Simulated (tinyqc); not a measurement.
# Changing the optical or intervalley deformation potential D_o

Model: hot carriers by balance equations with a heated Maxwellian. Computed by tinyqc, a small Python program. Command: `OMP_NUM_THREADS=1 python tinyqc.py 3023772 3023773 out.jsonl hot sweep`. One thread of a shared host (Intel(R) Xeon(R) Processor @ 2.30GHz), about 0.04 s of CPU time with the checks.

The carriers follow a Maxwellian at an electron temperature T_e, slightly displaced; the drift energy is neglected against k_B T_e. The balance averages the rate, not the time, so mu_0 lies below the relaxation-time value.

Inputs (values chosen for the exercise, for a model non-polar semiconductor):

| quantity | value | unit |
|---|---|---|
| effective mass m | 0.21 | m_0 |
| density rho | 3310 | kg/m^3 |
| sound velocity v_l | 10900 | m/s |
| acoustic deformation potential D_A | 9.6 | eV |
| phonon energy hbar w | 60.6 | meV |
| final valleys Z_f | 1 | - |
| lattice temperature T | 300 | K |
| electric field F | 0.9 | kV/cm |
| iteration cap | 300 | - |

Band: parabolic. Solver: Newton.

Constants: k_B = 8.617333262e-05 eV/K; k_B = 1.380649e-23 J/K; e = 1.602176634e-19 C; hbar = 1.054571817e-34 J s; m_0 = 9.1093837015e-31 kg; hbar = 6.582119569e-16 eV s.

Method:
- Parabolic band: E = hbar^2 k^2/(2 m), speed v = hbar k/m, states per spin, volume and energy g(E) = m k/(2 pi^2 hbar^2). Masses are multiplied by m_0 and all formulas are in SI units.
- Phonon occupation N_q = 1/(exp(hbar w/(k_B T)) - 1).
- Acoustic deformation potential (elastic, equipartition, absorption and emission together): 1/tau = 2 pi k_B T D_A^2 g(E)/(hbar rho v_l^2).
- Optical or intervalley deformation potential: 1/tau = (pi Z_f D_o^2/(rho w)) [N_q g(E + hbar w) + (N_q + 1) g(E - hbar w)], with g = 0 below the band edge.
- Averages over the Maxwellian, <y> = int y x^(1/2) exp(-x) dx / int x^(1/2) exp(-x) dx with x = E/(k_B T_e), split at x_0 = hbar w/(k_B T_e): 64 Gauss-Legendre points in sqrt(x) below it and 128 in sqrt(x - x_0) above it, up to x = 32. Momentum balance: mu(T_e) = e/(m nu), nu = <x (sum of rates)>/<x>. Power lost per carrier: P(T_e) = hbar w <emission rate - absorption rate> + <(2 m v_l^2/(k_B T)) (E - 2 k_B T) acoustic rate>.
- Energy relaxation time at weak heating: tau_E = (3/2) k_B / (dP/dT_e), the derivative by a central difference of +/- 0.5 K at T_e = T.
- Newton: h(T_e) = P - e mu F^2, T_new = T_e - h/h', with h' by a central difference of +/- 0.5 K, limited to the range T to 3 T_e.
- Start at T_e = 1.5 T; stop when T_e moves by less than 1e-6 K or exceeds 1e6 K.
- v = mu(T_e) F; warm-carrier coefficient (mu/mu_0 - 1)/F^2.

One run for each value:

| optical or intervalley deformation potential D_o (1e8 eV/cm) | drift velocity (1e7 cm/s) | electron temperature T_e (K) | energy relaxation time tau_E (ps) | low-field mobility mu_0 (cm^2/(V s)) |
|---|---|---|---|---|
| 1.0 | 0.4410 | 1563 | 68.38 | 11295 |
| 1.5 | 0.4651 | 1343 | 43.81 | 11167 |
| 2.2 | 0.5059 | 1044 | 25.11 | 10910 |
| 3.2 | 0.5550 | 751 | 13.29 | 10411 |
| 4.7 | 0.5835 | 537 | 6.54 | 9461 |
| 6.9 | 0.5562 | 411 | 3.12 | 7907 |
| 10.0 | 0.4640 | 347 | 1.51 | 5914 |
| 15.0 | 0.3148 | 315 | 0.67 | 3692 |

Describe the trends.

Over the rows, drift velocity (1e7 cm/s) goes from 0.441 through a maximum among these rows, 0.583 at 4.70, to 0.315; electron temperature T_e (K) falls from 1560 to 315 (exponent d ln y / d ln x -0.37 between the first rows and -0.24 between the last); energy relaxation time tau_E (ps) falls from 68.4 to 0.674 (exponent d ln y / d ln x -1.1 between the first rows and -2.0 between the last).

Caution (rows 1.00): k_B T_e exceeds 0.12 eV, where non-parabolicity and a non-Maxwellian tail matter. Caution (rows 10.0, 15.0): the drift energy m v^2/2 is not small against the heating (3/2) k_B (T_e - T), so T_e - T is rough.

Extremes, crossings and ranges named in words are read from the listed rows.
